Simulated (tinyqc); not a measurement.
## Bulk resistivity and mean free path from two films

Inverse problem. In the thick-film limit single-crystal films obey rho = rho0 (1 + 3 (1 - ps) lam/(8 d)). Find rho0, lam and the product rho0 lam.

Inputs (values chosen for the exercise): specular share of surface scattering ps = 0.

rho at d = 72 and 230 nm (uohm cm): [2.0609062, 1.8198489]

Solution. rho is a straight line in 1/d: the intercept is rho0 and the slope (3/8)(1 - ps) rho0 lam. Without ps only the product (1 - ps) lam could be found.

rho0 = 1.71 uohm cm
lam = 39.4 nm
rho0 lam = 67.4 uohm cm nm

Program tinyqc, `OMP_NUM_THREADS=1 python tinyqc.py 2100067 2100068 out.jsonl`; Intel Xeon 2.30GHz, shared host, one thread, about 0.01 s.
